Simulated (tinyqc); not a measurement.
Same peak temperature, different pulse lengths: millisecond and nanosecond annealing: surface heating, thermal budget and solid-phase regrowth. Computed by tinyqc, a small Python program. Command: `OMP_NUM_THREADS=1 python tinyqc.py 3016579 3016580 out.jsonl flash walk`. One thread of a shared host (Intel(R) Xeon(R) Processor @ 2.30GHz), about 0.02 s of CPU time with the checks.

A square pulse heats the surface of a thick wafer with constant thermal properties; losses by radiation are neglected and silicon melts at 1414 C.

Inputs (values chosen for the exercise, modelled on hot silicon with phosphorus): incident fluence = 20 J/cm^2; pulse length t_p = 0.00048 s; reflectance R = 0.4; thermal conductivity k = 0.29 W/(cm K); heat capacity per volume c = 2.28 J/(cm^3 K); preheat temperature T0 = 400 C; dopant prefactor D0 = 4.85 cm^2/s; dopant activation energy E = 3.69 eV; regrowth prefactor v0 = 5.1e+08 cm/s; regrowth energy E_v = 2.69 eV; amorphous layer = 51 nm.

Source: scanned laser.

Constants: k_B = 8.617333262e-05 eV/K.

Method:
- Absorbed flux q = (1 - R) fluence/t_p; kappa = k/c. With f(z, t) = (2 q/k) sqrt(kappa t) ierfc(z/(2 sqrt(kappa t))), ierfc(x) = exp(-x^2)/sqrt(pi) - x erfc(x): T = T0 + f(z, t) during the pulse and T0 + f(z, t) - f(z, t - t_p) after it.
- At the surface the rise at the end of the pulse is 2 q sqrt(t_p/(pi k c)); the fluence that just melts the surface scales with (1414 - T0).
- Temperatures in kelvin are T(C) + 273.15.
- Integrate exp(-E/(k_B T(t))) at the surface from 0 to 10 t_p (Gauss-Legendre, 60 points in sqrt(t) up to t_p and 60 in sqrt(t - t_p) after it). (Dt) = D0 x integral with E; regrowth = v0 x integral with E_v; effective time = integral/exp(-E/(k_B T_peak)).
- For each t_p the flux is set so that the peak temperature stays the same: q sqrt(t_p) is fixed.

absorbed flux q = 25000 W/cm^2

kappa = 0.127193 cm^2/s

Pulses:
```
t_p (s)   fluence (J/cm^2)  q (W/cm^2)  thermal length (um)  2 sqrt(Dt) (nm)  regrowth (nm)
1.00e-07        2.8868e-01  1.7321e+06           1.1278e+00       1.5690e-03     2.8849e-02
1.00e-06        9.1287e-01  5.4772e+05           3.5664e+00       4.9617e-03     2.8849e-01
1.00e-05        2.8868e+00  1.7321e+05           1.1278e+01       1.5690e-02     2.8849e+00
1.00e-04        9.1287e+00  5.4772e+04           3.5664e+01       4.9617e-02     2.8849e+01
3.00e-04        1.5811e+01  3.1623e+04           6.1772e+01       8.5939e-02     8.6548e+01
1.00e-03        2.8868e+01  1.7321e+04           1.1278e+02       1.5690e-01     2.8849e+02
3.00e-03        5.0000e+01  1.0000e+04           1.9534e+02       2.7176e-01     8.6548e+02
1.00e-02        9.1287e+01  5.4772e+03           3.5664e+02       4.9617e-01     2.8849e+03
```

What follows from these numbers?

Fluence and diffusion length grow as sqrt(t_p), regrowth as t_p. The layer of 51 nm regrows from t_p = 0.0003 s on among these rows, at a diffusion length of 0.086 nm. Caution: amorphous silicon melts some 200 to 250 K below the crystal, which matters for the short pulses that reach the peak before regrowth. Caution: the shortest pulses need a source absorbed within their thermal length, and the longest also heat the back of the wafer, which the thick-wafer formula leaves out.

Extremes, crossings and ranges named in words are read from the listed rows.
